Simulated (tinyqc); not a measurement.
Growing the shell: core-shell quantum dot (spherical envelope functions).

Parabolic bands; strain and other valleys are left out. s states, u = r psi, hard wall at R + H, c = hbar^2/2m0, energies from the band edges of the core. Core: u = sin(k1 r)/k1, k1 = sqrt(m1 E/c). At R, psi and psi'/m are continuous, so u is continuous and its slope in the shell is s = u/R + (m2/m1)(u' - u/R). Shell: u(R + x) = u(R) cos(k2 x) + s sin(k2 x)/k2, k2 = sqrt(m2 (E - V)/c); for negative arguments the functions turn into sinh and cosh. A level has u(R + H) = 0.

Overlap = (integral of u_e u_h)^2 with normalised u. Coulomb integrals J_ab = (q/eps) double integral of u_a(r)^2 u_b(s)^2/max(r, s), q = e^2/(4 pi eps0), one eps everywhere. Exciton E = Eg + E_e + E_h - J_eh; first-order biexciton shift J_ee + J_hh - 2 J_eh (positive: repulsive).

Constants: hbar^2/2m0 = 3.80998211 eV angstrom^2; e^2/(4 pi eps0) = 14.39964547 eV angstrom; hc = 1239.841984 eV nm.

Parameters, chosen for this exercise (near those of an InP/GaP core-shell dot; the results hold for these values, not for the real material):

| symbol | value | unit | meaning |
|---|---|---|---|
| R | 24 | angstrom | core radius |
| Vc | 0.398 | eV | conduction edge of the shell above that of the core |
| Vv | 0.291 | eV | hole barrier of the shell |
| me1 | 0.083 | m0 | electron, core |
| me2 | 0.134 | m0 | electron, shell |
| mh1 | 0.43 | m0 | hole, core |
| mh2 | 0.48 | m0 | hole, shell |
| Eg | 1.335 | eV | gap of the core |
| eps | 9.9 |  | dielectric constant |
| Hs | (2, 6, 12, 17, 26, 36, 56) | angstrom | shell thicknesses |

All quantities anew for each H.

Results:

| H (angstrom) | E_e (eV) | E_h (eV) | electron in core | overlap | J_eh (meV) | E (eV) | biexciton shift (meV) |
|---|---|---|---|---|---|---|---|
| 2 | 0.6090 | 0.1279 | 0.993 | 0.996 | 97.4 | 1.975 | 0.1 |
| 6 | 0.4227 | 0.1048 | 0.929 | 0.980 | 85.3 | 1.777 | 0.7 |
| 12 | 0.3281 | 0.0968 | 0.824 | 0.947 | 78.1 | 1.682 | 1.9 |
| 17 | 0.3014 | 0.0957 | 0.764 | 0.918 | 75.2 | 1.657 | 2.8 |
| 36 | 0.2807 | 0.0954 | 0.678 | 0.853 | 71.1 | 1.640 | 4.7 |
| 56 | 0.2793 | 0.0954 | 0.664 | 0.839 | 70.3 | 1.639 | 5.0 |

Give the missing row, H (angstrom) = 26.

Computed row:
```
H (angstrom)  E_e (eV)  E_h (eV)  electron in core  overlap  J_eh (meV)  E (eV)  biexciton shift (meV)
26              0.2852    0.0954             0.706    0.878        72.4   1.643                    4.0
```

The line moves by -335 meV: the electron gives -330, the hole -32 and the weaker attraction +27 meV. Over the last step E_e moves by -1.5 meV and E_h by 0.0 meV; the electron level lies below the shell edge Vc, so it is bound to the core and settles. The overlap goes from 0.996 to 0.839, which scales the radiative lifetime by 1.2 if the rate is proportional to it. Up to H = 56 angstrom E_e exceeds 0.15 Eg, where a parabolic band overstates it.

(tinyqc, `OMP_NUM_THREADS=1 python tinyqc.py 1280522 1280523 out.jsonl`, Intel(R) Xeon(R) Processor @ 2.30GHz, 1 thread, shared host, about 0.05 s.)
